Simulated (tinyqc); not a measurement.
Illuminated p-n diode, drift-diffusion by the Gummel loop with Scharfetter-Gummel fluxes: one step of the calculation.

Abrupt junction at x = 0, p side from -Lp, n side to Ln, ohmic contacts. psi is counted from the intrinsic level; n = ni exp((psi - phin)/Vt), p = ni exp((phip - psi)/Vt). Contacts: p side psi = V - Vt ln(Na/ni), p = Na, n = ni^2/Na; n side psi = Vt ln(Nd/ni), n = Nd, p = ni^2/Nd. Constant mobilities, D = mu Vt, Boltzmann statistics, SRH recombination through a mid-gap level, U = (n p - ni^2)/(tp (n + ni) + tn (p + ni)). Current is positive from the p contact to the n contact.

Question. Hole continuity. With psi and the new n held, F_i = (mup Vt/h_i) [p_(i+1) B(-d_i) - p_i B(d_i)], d_i = (psi_(i+1) - psi_i)/Vt, B(d) = d/(exp(d) - 1); solve F_i - F_(i-1) = w_i [(n_i p_i - ni^2)/den_i - G] for the new p, with den = tp (n + ni) + tn (p + ni) taken at the new n and the old p, h_i = x_(i+1) - x_i, w_i = (h_(i-1) + h_i)/2; phip = psi + Vt ln(p/ni).

Inputs (values chosen for the exercise); band and dielectric values those of a made-up semiconductor:
```
symbol,value,unit,meaning
T,275,K,temperature
Na,1.2e17,cm^-3,acceptor density of the p side
Nd,1.2e17,cm^-3,donor density of the n side
mup,200,cm^2/(V s),hole mobility
tn,4e-10,s,SRH lifetime of electrons
tp,1e-10,s,SRH lifetime of holes
G,5e20,cm^-3 s^-1,uniform generation rate
```

Constants: q = 1.602176634e-19 C, kB = 1.380649e-23 J/K, Vt = kB T/q. Results are converted to the units shown.

```
node  x (nm)      psi (V)  new n (cm^-3)  p after Poisson (cm^-3)
0      -1400  -0.30636276  7.7651702e-13                   1.2e17
1       -834  -0.30636259   1.0298761e10             1.2000001e17
2       -487  -0.30636252    8.8806900e9             1.1999998e17
3       -274  -0.30636000    5.0780836e9             1.1998740e17
4       -144  -0.30597609    1.6935184e9             1.1805931e17
5        -64  -0.28356068    1.2266032e8             4.5846389e16
6        -15   0.04902735    6.6539397e7             3.8253796e10
7         15   0.44612083   4.5973095e10              6.5813737e8
8       92.8   0.79128100   9.6839290e16              1.6638511e9
9        295   0.79635253   1.1994849e17             3.2053982e10
10       818   0.79636257   1.1999930e17             4.8466533e10
11      2180   0.79636260   1.1999940e17             4.9708434e10
12      5700   0.79636276         1.2e17            7.7651702e-13
```

ni = 305.25734 cm^-3

Wanted: new p; phip after round 2.

Answer.

```
node  new p (cm^-3)  phip after round 2 (V)
0          1.200e17                   0.490
1          1.200e17                   0.490
2          1.200e17                   0.490
3          1.200e17                   0.490
4          1.181e17                   0.490
5          4.585e16                   0.490
6          3.825e10                   0.491
7           6.582e8                   0.792
8           1.664e9                   1.159
9          3.205e10                   1.234
10         4.847e10                   1.244
11         4.971e10                   1.244
12        7.765e-13                   0.000
```

Program tinyqc, `OMP_NUM_THREADS=1 python tinyqc.py 2240037 2240038 out.jsonl`; Intel Xeon 2.30GHz, shared host, one thread, about 0.8 s.
